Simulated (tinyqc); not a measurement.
Comparisons within one model: six-band Luttinger-Kohn model with strain. A value that a table varies takes the place of the one given here.

Six-band Luttinger-Kohn model in the basis |3/2,3/2>, |3/2,1/2>, |3/2,-1/2>, |3/2,-3/2>, |1/2,1/2>, |1/2,-1/2>, electron energies, zero at the top of the unstrained valence band. H = -[rows: (P+Q, -S, R, 0, -S/r2, r2 R); (-S*, P-Q, 0, R, -r2 Q, r32 S); (R*, 0, P-Q, S, r32 S*, r2 Q); (0, R*, S*, P+Q, -r2 R*, -S*/r2); (-S*/r2, -r2 Q, r32 S, -r2 R, P+Dso, 0); (r2 R*, r32 S*, r2 Q, -S/r2, 0, P+Dso)], r2 = sqrt(2), r32 = sqrt(3/2). Levels are twofold.

P = c g1 k^2 - av tr(e); Q = c g2 (kx^2 + ky^2 - 2 kz^2) - (b/2)(exx + eyy - 2 ezz); R = c sqrt3 [-g2 (kx^2 - ky^2) + 2i g3 kx ky] + (sqrt3/2) b (exx - eyy) - i d exy; S = 2 c sqrt3 g3 (kx - i ky) kz - d (exz - i eyz); c = hbar^2/2m0, e the strain tensor (not engineering shear).

s11 = (C11 + C12)/((C11 - C12)(C11 + 2 C12)), s12 = -C12/((C11 - C12)(C11 + 2 C12)), s44 = 1/C44; exx = s11 sxx + s12 (syy + szz) and cyclic, exy = s44 sxy/2; tension is positive. A uniaxial stress X along the unit vector n is s_ij = X n_i n_j.

Constants: hbar^2/2m0 = 3.80998211 eV angstrom^2.

Inputs chosen for the exercise (near those of Ge; the results hold for these values, not for the real material):

| symbol | value | unit | meaning |
|---|---|---|---|
| Dso | 0.293 | eV | spin-orbit splitting |
| g1 | 13.3 |  | Luttinger gamma1 |
| g2 | 4.26 |  | gamma2 |
| g3 | 5.66 |  | gamma3 |
| av | 1.26 | eV | valence hydrostatic potential |
| b | -2.5 | eV | tetragonal shear potential |
| d | -5.33 | eV | trigonal shear potential |
| C11 | 126.2 | GPa |  |
| C12 | 48.4 | GPa |  |
| C44 | 68.2 | GPa |  |
| load | biaxial (001) |  | kind of stress |
| X1 | 1.3 | GPa | size of the stress |
| E_h | 40 | meV | hole energy below the top |
| X | -1.46 | GPa | stress |

## Sweep of a biaxial (001) stress

Edges at k = 0 and curvature masses of the top pair along [100] and [001] (step 0.0002 1/angstrom); at zero stress the top is fourfold and has no single curvature.

Edges and masses:

| X (GPa) | top (eV) | second (eV) | third (eV) | splitting (meV) | m [100] | m [001] |
|---|---|---|---|---|---|---|
| -3.00 | 0.0625 | -0.0605 | -0.3967 | 123.0 | 0.057 | 0.209 |
| -2.00 | 0.0417 | -0.0552 | -0.3473 | 96.8 | 0.057 | 0.209 |
| -1.00 | 0.0208 | -0.0357 | -0.3120 | 56.6 | 0.057 | 0.209 |
| 0.00 | 0.0000 | 0.0000 | -0.2930 | 0.0 | - | - |
| 1.00 | 0.0497 | -0.0208 | -0.2879 | 70.5 | 0.133 | 0.040 |
| 2.00 | 0.1087 | -0.0417 | -0.2922 | 150.3 | 0.153 | 0.037 |
| 3.00 | 0.1733 | -0.0625 | -0.3021 | 235.8 | 0.168 | 0.036 |

The splitting reaches 123.0 meV under compression and 235.8 meV under the same tension; linear shear terms alone would make the two equal, and the difference comes from the coupling to the split-off band. At the ends of the sweep the top pair has a mass along [100] of 0.057 under compression and 0.168 under tension, so compression gives the lighter holes along [100]; along [001] it has 0.209 and 0.036. The top edge itself moves by +62 and +173 meV. The ends of the sweep mean strains up to 2.2 %, beyond the range of linear deformation potentials.

## Which stress helps holes along [110]

Each load has size X1 (biaxial: sxx = syy); masses are curvatures of the top pair at k = 0.

Results:

| load | splitting (meV) | top edge (meV) | m [110] | m [001] |
|---|---|---|---|---|
| uniaxial [110], compression | 71.5 | 31.7 | 0.036 | 0.146 |
| uniaxial [110], tension | 58.7 | 40.7 | 0.311 | 0.050 |
| uniaxial [100], compression | 93.7 | 44.5 | 0.061 | 0.140 |
| uniaxial [100], tension | 70.3 | 49.1 | 0.090 | 0.057 |
| uniaxial [111], compression | 63.9 | 27.2 | 0.048 | 0.075 |
| uniaxial [111], tension | 52.3 | 36.7 | 0.131 | 0.075 |
| biaxial (001), compression | 70.3 | 27.1 | 0.057 | 0.209 |
| biaxial (001), tension | 93.7 | 66.6 | 0.140 | 0.039 |

The lightest mass along [110] (0.036) comes with uniaxial [110], compression. The largest splitting (93.7 meV) comes with uniaxial [100], compression; biaxial (001), tension. The heaviest mass along [001] (0.209), which lowers the confinement energy in a (001) channel, comes with biaxial (001), compression. The splitting per GPa follows b (s11 - s12) for loads along cube axes and d s44 for [111]: here 2 |b| (s11 - s12) = 64.3 and |d| s44/sqrt3 = 45.1 meV per GPa in the limit of large Dso; where the splitting nears Dso, mixing with the split-off band makes it depend on the sign of the load.

## Warping of the constant-energy contours (six-band Luttinger-Kohn model)

No strain (e = 0). In the plane kz = 0, |k| where the top and second pairs lie E_h below the top, against the angle from [100]; m = c k^2/E_h.

Contours:

| angle (degrees) | k top (1/angstrom) | k second (1/angstrom) | m top (m0) | m second (m0) |
|---|---|---|---|---|
| 0 | 0.0469 | 0.0225 | 0.209 | 0.048 |
| 9 | 0.0481 | 0.0224 | 0.220 | 0.048 |
| 18 | 0.0516 | 0.0221 | 0.254 | 0.047 |
| 27 | 0.0575 | 0.0218 | 0.315 | 0.045 |
| 36 | 0.0647 | 0.0216 | 0.398 | 0.045 |
| 45 | 0.0686 | 0.0216 | 0.449 | 0.044 |

The heavy contour reaches 1.465 times as far along [110] as along [100], the light one 0.960 times. The warping follows g3 - g2 = 1.40 and would vanish for g2 = g3. Along [100] the heavy mass is 1/(g1 - 2 g2) = 0.209 at any energy, while the light one is 0.0480, against 1/(g1 + 2 g2) = 0.0458 at the edge, for E_h/Dso = 0.14.

## What each parameter does

Edges at k = 0 under a biaxial (001) stress X and the curvature mass of the top pair along [100] (step 0.0002 1/angstrom). Each row changes one parameter from the base and keeps the others.

Results:

| case | top (eV) | second (eV) | third (eV) | mass (m0) |
|---|---|---|---|---|
| base | 0.0304 | -0.0467 | -0.3262 | 0.057 |
| C11 = 100.96 GPa | 0.0508 | -0.0510 | -0.3486 | 0.057 |
| Dso = 0.352 eV | 0.0304 | -0.0496 | -0.3823 | 0.057 |
| b = -2 eV | 0.0210 | -0.0434 | -0.3201 | 0.057 |
| C44 = 54.56 GPa | 0.0304 | -0.0467 | -0.3262 | 0.057 |
| X = -1.752 GPa | 0.0365 | -0.0518 | -0.3371 | 0.057 |
| g2 = 5.112 | 0.0304 | -0.0467 | -0.3262 | 0.054 |
| d = -4.264 eV | 0.0304 | -0.0467 | -0.3262 | 0.057 |

The largest shifts from the base row, up to three for each result and ties (the steps differ in size, so this ranks the rows, not the parameters). top (eV): C11 +0.0204, b -0.0094, X +0.0061; unchanged at the printed digits by Dso, C44, g2 and d. second (eV): X -0.0051, C11 -0.0044, b +0.0032; unchanged at the printed digits by C44, g2 and d. third (eV): Dso -0.0561, C11 -0.0224, X -0.0108; unchanged at the printed digits by C44, g2 and d. mass (m0): g2 -0.003; unchanged at the printed digits by C11, Dso, b, C44, X and d. The Luttinger parameters multiply k^2 and cannot move the edges; av shifts all edges alike and leaves the mass.

tinyqc: `OMP_NUM_THREADS=1 python tinyqc.py 1081017 1081018 out.jsonl`; about 0.1 s, one thread, shared Intel(R) Xeon(R) Processor @ 2.30GHz.
